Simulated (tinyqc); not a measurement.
# Double-gate transistor, scale length and short-channel effects: several studies

A body of thickness ts between two insulators of thickness ti and two tied gates. Below threshold the potential that source and drain add obeys Laplace's equation and vanishes on the gate. Its lowest mode decays along the channel as exp(-k y); k is the smallest positive root of the matching condition at the interface, and the scale length is Lambda = pi/k.

Parameters, values chosen for the exercise; permittivities: semiconductor close to that of indium arsenide, insulator close to that of hafnium oxide:
- T = 300 K (temperature)
- eps_r = 15.2 (relative permittivity of the semiconductor)
- ei = 22.5 (relative permittivity of the insulator)
- ti = 9.8 nm (insulator thickness)
- ts = 8.9 nm (body thickness)
- L = 64 nm (channel length)
- Vbi = 1.01 V (potential of the source)
- sT = 0.4 V (potential of the barrier top at threshold)
- Vds = 0.5 V (drain voltage)

Constants: q = 1.602176634e-19 C, kB = 1.380649e-23 J/K, Vt = kB T/q. Results are converted to the units shown.

Each table varies one quantity; the others keep the values above.

## A higher permittivity at fixed equivalent oxide thickness

k is the smallest positive root of f(k) = ei cos(k ti) cos(k ts/2) - eps_r sin(k ti) sin(k ts/2). Along the channel psi(y) = s + a exp(y/l) + b exp(-y/l) with psi(0) = Vbi, psi(L) = Vbi + Vds and l = 1/k = Lambda/pi; with A = Vbi - s, B = A + Vds, x = exp(-L/l): a = (B - A x) x/(1 - x^2), b = (A - B x)/(1 - x^2). The minimum is s + 2 sqrt(a b), at y = (l/2) ln(b/a). The long-channel potential follows the gate as s = sT + (Vg - VTL)/m, and the threshold VT is the gate voltage at which the minimum equals sT. Swing = m Vt ln 10/g at threshold, g = d(minimum)/ds = 1 - (b x + a)/((1 + x) sqrt(a b)). DIBL = [VT(0.05 V) - VT(Vds)]/(Vds - 0.05 V). sT and Vbi are held fixed; m = 1. The equivalent oxide thickness 3.9 ti/ei is held at 1.7 nm, so ti = 1.7 ei/3.9 nm.

A higher permittivity at fixed equivalent oxide thickness:

| ei | ti (nm) | Lambda (nm) | L/Lambda | DIBL (mV/V) | swing (mV/decade) |
|---|---|---|---|---|---|
| 3.9 | 1.700 | 19.14 | 3.344 | 4.439 | 60.18 |
| 5 | 2.179 | 19.27 | 3.321 | 4.603 | 60.21 |
| 7.5 | 3.269 | 19.70 | 3.249 | 5.160 | 60.29 |
| 10 | 4.359 | 20.30 | 3.152 | 6.023 | 60.42 |
| 15 | 6.538 | 22.07 | 2.900 | 9.017 | 60.86 |
| 20 | 8.718 | 24.51 | 2.611 | 14.42 | 61.65 |
| 25 | 10.90 | 27.51 | 2.326 | 23.06 | 62.91 |
| 35 | 15.26 | 34.56 | 1.852 | 52.03 | 67.08 |

What does the table show?

As ei goes from 3.9 to 35, Lambda rises from 19.1 to 34.6 nm, DIBL rises from 4.44 to 52.0 mV/V and the swing rises from 60.2 to 67.1 mV a decade. The ratio ei/ti is the same in every row, yet the insulator grows from 1.70 to 15.3 nm, and drain fields reach the channel sideways through it.

## Effect of the insulator thickness

Same model as above.

Results:

| ti (nm) | Lambda (nm) | L/Lambda | VT - VTL at Vds (mV) | DIBL (mV/V) | swing (mV/decade) |
|---|---|---|---|---|---|
| 3.3 | 13.84 | 4.624 | -1.155 | 0.5879 | 59.61 |
| 4.2 | 15.39 | 4.158 | -2.406 | 1.224 | 59.71 |
| 5.5 | 17.74 | 3.608 | -5.729 | 2.917 | 59.96 |
| 7.2 | 20.92 | 3.059 | -13.72 | 6.995 | 60.56 |
| 12 | 30.25 | 2.116 | -64.02 | 32.89 | 64.34 |
| 16 | 38.16 | 1.677 | -137.8 | 71.42 | 69.83 |

Estimate the missing row, ti = 9.3 nm.

Computed row:

| ti (nm) | Lambda (nm) | L/Lambda | VT - VTL at Vds (mV) | DIBL (mV/V) | swing (mV/decade) |
|---|---|---|---|---|---|
| 9.3 | 24.97 | 2.563 | -30.48 | 15.58 | 61.82 |

With this row back in the table: As ti goes from 3.3 to 16 nm, Lambda rises from 13.8 to 38.2 nm, DIBL rises from 0.588 to 71.4 mV/V and the swing rises from 59.6 to 69.8 mV a decade. On average Lambda goes as ti^(0.64).

## Effect of the body thickness

Same model as above.

Effect of the body thickness:

| ts (nm) | Lambda (nm) | L/Lambda | VT - VTL at Vds (mV) | DIBL (mV/V) | swing (mV/decade) |
|---|---|---|---|---|---|
| 3.6 | 22.06 | 2.901 | -17.66 | 9.008 | 60.86 |
| 4.4 | 22.62 | 2.829 | -19.82 | 10.12 | 61.02 |
| 5.5 | 23.41 | 2.734 | -23.10 | 11.80 | 61.27 |
| 6.9 | 24.43 | 2.620 | -27.81 | 14.21 | 61.62 |
| 8.6 | 25.71 | 2.489 | -34.40 | 17.60 | 62.12 |
| 11 | 27.58 | 2.320 | -45.45 | 23.29 | 62.95 |
| 13 | 29.21 | 2.191 | -56.34 | 28.92 | 63.76 |

As ts goes from 3.6 to 13 nm, Lambda rises from 22.1 to 29.2 nm, DIBL rises from 9.01 to 28.9 mV/V and the swing rises from 60.9 to 63.8 mV a decade. On average Lambda goes as ts^(0.22). At ts = 3.6 nm the semiconductor is under 4 nm thick, where quantum confinement shifts the threshold.

tinyqc, about 0.01 s, one thread, Intel Xeon 2.30GHz (shared host): `OMP_NUM_THREADS=1 python tinyqc.py 2420061 2420062 out.jsonl`
